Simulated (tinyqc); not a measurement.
Tight binding, honeycomb lattice, step by step. One step of it, computed by the program tinyqc.

Task: Levels at k. Diagonalise the Hermitian matrix.

H(k) at k (eV):
```
                     A                    B
A             0.572905  -2.361094+0.434725i
B  -2.361094-0.434725i            -0.187095
```

Give: eigenvalues; weights |c|^2 of the basis functions.

Result:

eigenvalues (eV): -2.2378  2.6236

weights |c|^2 of the basis functions:
```
   band 1  band 2
A  0.4218  0.5782
B  0.5782  0.4218
```
